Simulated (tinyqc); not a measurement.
Worked calculation: sp3 tight binding, zinc-blende lattice. One step of it, computed by the program tinyqc.

Question. Levels at X. Diagonalise the Hermitian matrix.

H(k) at X (eV), order a s, a px, a py, a pz, c s, c px, c py, c pz:
```
[[-15.890000, 0.000000, 0.000000, 0.000000, 0.000000, 0.000000+4.469207i, 0.000000, 0.000000],
 [0.000000, -7.890000, 0.000000, 0.000000, 0.000000-4.469207i, 0.000000, 0.000000, 0.000000],
 [0.000000, 0.000000, -7.890000, 0.000000, 0.000000, 0.000000, 0.000000, 0.000000+5.775667i],
 [0.000000, 0.000000, 0.000000, -7.890000, 0.000000, 0.000000, 0.000000+5.775667i, 0.000000],
 [0.000000, 0.000000+4.469207i, 0.000000, 0.000000, -15.890000, 0.000000, 0.000000, 0.000000],
 [0.000000-4.469207i, 0.000000, 0.000000, 0.000000, 0.000000, -7.890000, 0.000000, 0.000000],
 [0.000000, 0.000000, 0.000000, 0.000000-5.775667i, 0.000000, 0.000000, -7.890000, 0.000000],
 [0.000000, 0.000000, 0.000000-5.775667i, 0.000000, 0.000000, 0.000000, 0.000000, -7.890000]]
```

Give: eigenvalues.

Answer.

eigenvalues (eV): [-17.8878, -17.8878, -13.6657, -13.6657, -5.8922, -5.8922, -2.1143, -2.1143]
